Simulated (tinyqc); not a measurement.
Worked calculation: tight binding, kagome lattice. Computed by tinyqc, a small Python program that keeps every step. Settings: t1 = 1.0, t2 = 1.0, delta = -0.53, bands filled = 2. Command: `OMP_NUM_THREADS=1 python tinyqc.py 27909 27910 out.jsonl` (the two numbers bound the seeds that draw the settings). One thread of a shared host (Intel(R) Xeon(R) Processor @ 2.60GHz), about 0.01 s of CPU time with the checks.

## Bloch Hamiltonian at k

Parameters chosen for this model:
```
parameter      value                unit
t1          1.000000    eV, up triangles
t2          1.000000  eV, down triangles
delta      -0.530000        eV on site C
```

k point k (fractions of the reciprocal vectors): [0.100000, -0.390000]

H_AB = -t1 - t2 exp(-i k.a1), H_AC = -t1 - t2 exp(-i k.a2), H_BC = -t1 - t2 exp(i k.(a1 - a2)), H_CC = delta.

H(k) at k (eV), order A, B, C:
$$\begin{pmatrix}
0.000000 & -1.809017+0.587785i & -0.229487-0.637424i \\
-1.809017-0.587785i & 0.000000 & -0.001973-0.062791i \\
-0.229487+0.637424i & -0.001973+0.062791i & -0.530000
\end{pmatrix}$$

## Levels at k

Diagonalise the Hermitian matrix.

eigenvalues (eV): [-2.083992, -0.425571, 1.979564]

weights |c|^2 of the basis functions, order A, B, C:
$$\begin{pmatrix}
0.479970 & 0.012131 & 0.507898 \\
0.412450 & 0.126210 & 0.461341 \\
0.107580 & 0.861659 & 0.030761
\end{pmatrix}$$

## Bloch Hamiltonian at K

k point K (fractions of the reciprocal vectors): [0.333333, 0.666667]

As before.

H(k) at K (eV), order A, B, C:
$$\begin{pmatrix}
0.000000 & -0.500000+0.866025i & -0.500000-0.866025i \\
-0.500000-0.866025i & 0.000000 & -0.500000+0.866025i \\
-0.500000+0.866025i & -0.500000-0.866025i & -0.530000
\end{pmatrix}$$

## Levels at K

As before.

eigenvalues (eV): [-1.372863, -1.000000, 1.842863]

weights |c|^2 of the basis functions, order A, B, C:
$$\begin{pmatrix}
0.131053 & 0.500000 & 0.368947 \\
0.131053 & 0.500000 & 0.368947 \\
0.737893 & 0.000000 & 0.262107
\end{pmatrix}$$

## Bands along a path

The same steps at evenly spaced points between the labelled ones.

Bands along the path (eV):
```
k             band 1     band 2    band 3
G          -4.187366   1.657366  2.000000
G-K 0.20   -4.012346   1.513689  1.968657
G-K 0.40   -3.516946   1.054158  1.932788
G-K 0.60   -2.785303   0.347952  1.907351
G-K 0.80   -1.945137  -0.464442  1.879579
K          -1.372863  -1.000000  1.842863
K-M 0.20   -1.640098  -0.710586  1.820684
K-M 0.40   -1.907587  -0.419600  1.797187
K-M 0.60   -2.112095  -0.192974  1.775070
K-M 0.80   -2.239340  -0.049302  1.758643
M          -2.282480          0  1.752480
M-K' 0.20  -2.239340  -0.049302  1.758643
M-K' 0.40  -2.112095  -0.192974  1.775070
M-K' 0.60  -1.907587  -0.419600  1.797187
M-K' 0.80  -1.640098  -0.710586  1.820684
K'         -1.372863  -1.000000  1.842863
```

With 2 band(s) filled, the highest filled level on these points lies at G and the lowest empty one at M: a gap of 0.0951 eV, indirect.
